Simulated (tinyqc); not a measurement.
## Level and coupling from the resonance

Inverse problem. One site of energy u is joined by hoppings -tc to two semi-infinite chains with hopping -t, t = 1 eV, and site energy 0. Each gives Sigma = tc^2 (E - i sqrt(4 t^2 - E^2))/(2 t^2) and Gamma = -2 Im Sigma; T(E) = 1 where E - u - 2 Re Sigma = 0. Find tc and u.

energy of full transmission = -1.8043155 eV
Gamma of one lead at that energy = 0.39896457 eV

Solution. Gamma = tc^2 sqrt(4 t^2 - E^2)/t^2 gives tc, and u = E (1 - tc^2/t^2).

tc = 0.6800 eV
u = -0.9700 eV

tinyqc, about 0.02 s, one thread, Intel Xeon 2.30GHz (shared host): `OMP_NUM_THREADS=1 python tinyqc.py 2660104 2660105 out.jsonl`
